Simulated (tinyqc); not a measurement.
Transmission around the level: tunnelling through a thin dielectric with one trap, as a tight-binding chain.

Hopping -t everywhere, t = c/(m a^2), c = hbar^2/2m0; lead sites at 2t (band bottom 0), barrier sites 1 to N at 2t + phi, and site j has U besides. No voltage. Leads give S = -t exp(ika) on sites 1 and N, cos(ka) = 1 - E/(2t). T = (2 t sin(ka))^2 |G_1N|^2, G = (E - H - S)^-1. In the barrier cosh(q a) = 1 + (phi - E)/(2t).

Resonance: the lowest eigenvalue of H + S(E), iterated until its real part equals E (40 rounds from Eb = phi + 2t - sqrt(4t^2 + U^2), the level in an endless barrier). With v the normalised squared amplitudes of that state, Gamma_L = 2 t sin(ka) v_1, Gamma_R = 2 t sin(ka) v_N; Breit-Wigner T = Gamma_L Gamma_R/((E - Er)^2 + (Gamma_L + Gamma_R)^2/4).

Constants: hbar^2/2m0 = 3.80998211 eV angstrom^2.

Inputs chosen for the exercise (barrier and mass of the size used for Si3N4 on silicon; the results hold for these values, not for the real material): a = 3 angstrom (site spacing); m = 0.42 m0 (mass, the same in leads and barrier); phi = 2.26 eV (conduction edge of the barrier above that of the leads); N = 9 (barrier sites); j = 5 (site of the trap); U = -3.04 eV (extra energy on the trap site).

Er = 0.62820 eV

widths (meV): left 0.10156, right 0.10156

Energies Er + x (Gamma_L + Gamma_R).

T:

| x | E (eV) | chain | Breit-Wigner | no trap |
|---|---|---|---|---|
| -8.0 | 0.6266 | 0.00386 | 0.00389 | 1.59e-09 |
| -3.0 | 0.6276 | 0.0269 | 0.0270 | 1.60e-09 |
| -1.0 | 0.6280 | 0.200 | 0.200 | 1.60e-09 |
| -0.5 | 0.6281 | 0.500 | 0.500 | 1.61e-09 |
| 0.0 | 0.6282 | 1.00 | 1.00 | 1.61e-09 |
| 0.5 | 0.6283 | 0.500 | 0.500 | 1.61e-09 |
| 1.0 | 0.6284 | 0.200 | 0.200 | 1.61e-09 |
| 3.0 | 0.6288 | 0.0271 | 0.0270 | 1.61e-09 |
| 8.0 | 0.6298 | 0.00393 | 0.00389 | 1.62e-09 |

At Er the chain gives 1.00, 6.22e+08 times the value without trap, and Breit-Wigner 1.00. In the wings the single pole gives 1.01 times the chain value at x = -8 and 0.991 times at x = 8, because the widths and the level shift change with energy.

Program tinyqc; command `OMP_NUM_THREADS=1 python tinyqc.py 1451527 1451528 out.jsonl`; about 0.05 s on one thread of a shared Intel(R) Xeon(R) Processor @ 2.30GHz.
